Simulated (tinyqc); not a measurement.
Inside a calculation. Model: resonant-tunnelling diode, transfer matrices and Tsu-Esaki current.

Computed by the program tinyqc: `OMP_NUM_THREADS=1 python tinyqc.py 2600059 2600060 out.jsonl`, one thread of a shared Intel Xeon 2.30GHz, about 0.1 s for the whole run. Printed values are rounded.

Emitter (band edge 0), barrier d1, well Lw, barrier d2, collector (edge -V). The bias drops linearly over these layers and none in the contacts; each layer is cut into ns equal slices, flat at the value of their centres. E is the energy of motion across the layers, C = hbar^2/(2 m0), psi and psi'/m are continuous. Transport is coherent, T(E) is taken as independent of the transverse momentum, and charge in the well is ignored.

Values chosen for this exercise; masses and offsets close to those of InGaAs wells and AlAs barriers:
```
symbol    value  unit                                               meaning
T           200     K                                           temperature
mw        0.041    m0                 mass in the well, spacer and contacts
U1          1.2    eV                                        barrier height
m1         0.15    m0                                          barrier mass
d1          0.8    nm                                       emitter barrier
Lw          3.7    nm                                            well width
d2          0.8    nm                                     collector barrier
ns            3                                        slices in each layer
Ef         0.17    eV  Fermi energy of both contacts above their band edges
V          0.26     V                                 bias of the collector
E       0.02632    eV                                          trial energy
```

Constants: q = 1.602176634e-19 C, kB = 1.380649e-23 J/K, hbar = 1.054571817e-34 J s, m0 = 9.1093837015e-31 kg, Vt = kB T/q, hbar^2/(2 m0) = 0.0380998212 eV nm^2. Results are converted to the units shown.

## Slices under bias

U = edge of the layer - V x/Lt at the centre x of each slice, Lt the summed thickness.

U, slice 0 to 8 (eV): [1.193459, 1.180377, 1.167296, -0.069497, -0.130000, -0.190503, 0.972704, 0.959623, 0.946541]
m, slice 0 to 8 (m0): [0.15, 0.15, 0.15, 0.041, 0.041, 0.041, 0.15, 0.15, 0.15]
width, slice 0 to 8 (nm): [0.2666667, 0.2666667, 0.2666667, 1.233333, 1.233333, 1.233333, 0.2666667, 0.2666667, 0.2666667]

## Running product of the slice matrices at the trial energy

For the pair (psi, psi'/m) a flat layer has M = [[cos kd, (m/k) sin kd], [-(k/m) sin kd, cos kd]] with k = sqrt(m (E - U)/C) above its edge U, and M = [[cosh Kd, (m/K) sinh Kd], [(K/m) sinh Kd, cosh Kd]] with K = sqrt(m (U - E)/C) below it. Later slices stand to the left. With M acting on (psi, psi'/m) and v = k/m in each lead, T(E) = 4 vL vR/[(vL vR M12 - M21)^2 + (vR M11 + vL M22)^2]. vL = sqrt(mw E/C)/mw, vR = sqrt(mw (E + V)/C)/mw.

Product after each layer:
```
                 M11   M12 (nm)  M21 (1/nm)        M22
barrier d1  2.851734  0.1872228    37.80630   2.832733
well        4.363322  0.3214306   -33.40444  -2.231605
barrier d2  4.845839  0.3965978    42.48169   3.683190
```

T(E) = 0.03205682

## Transmission at three energies near the peak

three energies (eV): [0.053896, 0.063896, 0.073896]

The same product at each energy.

T(E) at these energies: [0.3226601, 0.7683214, 0.5943026]

## Breit-Wigner parameters from a parabola through 1/T(E)

Near a resonance 1/T(E) = (1/Tp) [1 + (2 (E - Er)/G)^2]. With y = 1/T(E) at E0 - h, E0, E0 + h: a = (y1 + y3 - 2 y2)/(2 h^2), b = (y3 - y1)/(2 h), Er = E0 - b/(2 a), 1/Tp = y2 - b^2/(4 a), G = 2 sqrt(1/(Tp a)), tau = hbar/G.

Er = 0.06714685 eV
Tp = 0.8428786
G = 20.87149 meV
tau = 31.53642 fs

The true maximum of T(E) lies at 0.066717 eV with height 0.8186 and full width 22.50 meV; the fitted G is 7.2 % below that width.

## Current from the resonance alone

J = J0 times the integral over E > 0 of T(E) N(E), N = ln[(1 + exp((Ef - E)/Vt))/(1 + exp((Ef - V - E)/Vt))], J0 = q^2 mw m0 kB T/(2 pi^2 hbar^3) (times 1e-4 for A/cm^2 per eV). For a sharp resonance J = J0 (pi G/2) Tp N(Er), with Er the peak energy, Tp the peak transmission and G the full width at half maximum (in eV). The three values given are estimates from a parabola through three points of 1/T(E).

J0 = 1.143533e7 A/(cm^2 eV)
N(Er) = 5.970253
J = 1886.600 kA/cm^2

The full integral over T(E) gives 1714 kA/cm^2; the value above is 10 % above it. With the exact position, height and width of the peak (Er = 0.066717 eV, Tp = 0.8186, G = 22.50 meV) the formula is 16 % above it.
